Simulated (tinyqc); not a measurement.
Short-channel transistor, virtual-source model with series resistance: transfer curves at low and high drain voltage.

The current per gate width is the charge at the top of the source barrier (the virtual source) times its velocity times a saturation function; al and be are fitting constants of the model. Units: I in uA/um, Rs in ohm um, so I Rs = 1e-6 I Rs in volts; Q in uC/cm^2, so I = 1e-4 Q vx0 Fsat with vx0 in cm/s.

Intrinsic voltages Vg' = Vgs - I Rs, Vd' = Vds - 2 I Rs. n = n0 + nd Vd', VT = VT0 - dl Vd', Ff = 1/(1 + exp((Vg' - VT + al Vt/2)/(al Vt))), Q = Cinv n Vt ln(1 + exp((Vg' - VT + al Vt Ff)/(n Vt))), Vdsat = (vx0 L/mu)(1 - Ff) + Vt Ff, Fsat = u/(1 + u^be)^(1/be) with u = Vd'/Vdsat, and I = Q vx0 Fsat per width. I is solved self-consistently. Columns for Vds = 0.05 V and 0.75 V; gm = dI/dVgs at 0.75 V.

Parameters, values chosen for the exercise:
- T = 300 K (temperature)
- Cinv = 1.67 uF/cm^2 (inversion capacitance)
- vx0 = 2.24e7 cm/s (velocity at the virtual source)
- mu = 990 cm^2/(V s) (apparent mobility)
- L = 25 nm (channel length)
- VT0 = 0.36 V (threshold at zero drain voltage)
- dl = 0.037 V/V (drain-induced barrier lowering)
- n0 = 1.47 (subthreshold factor)
- nd = 0 1/V (growth of n with drain voltage)
- al = 3.5 (threshold shift (in units of Vt) from weak to strong inversion)
- be = 1.4 (sharpness of saturation)
- Rs = 90 ohm um (series resistance of each contact)

Constants: q = 1.602176634e-19 C, kB = 1.380649e-23 J/K, Vt = kB T/q. Results are converted to the units shown.

Transfer curves at low and high drain voltage:
```
Vgs (V)  I, low Vds (uA/um)  I, high Vds (uA/um)  gm (uS/um)
0                   0.08990               0.2212       5.587
0.09                 0.8377                2.017       47.65
0.19                  7.802                17.78       344.5
0.28                  36.49                78.56        1065
0.38                  100.4                229.1        1893
0.47                  153.6                420.4        2310
0.56                  188.1                638.2        2503
0.66                  211.1                893.7        2592
0.75                  224.3                 1128        2619
```

At Vds = 0.75 V the current spans 3.7 decades, from 0.221 to 1130 uA/um. Between the first two rows the swing is 93.7 mV a decade, against n Vt ln 10 = 87.5. At Vgs = 0 the higher drain voltage raises the current by a factor of 2.46, at Vgs = 0.75 V by 5.03. The transconductance rises from 5.59 to 2620 uS/um; Cinv vx0, its value in strong inversion and saturation without series resistance, is 3740 uS/um.

Computed by the program tinyqc: `OMP_NUM_THREADS=1 python tinyqc.py 2380074 2380075 out.jsonl`, one thread of a shared Intel Xeon 2.30GHz, about 0.01 s for the whole run.
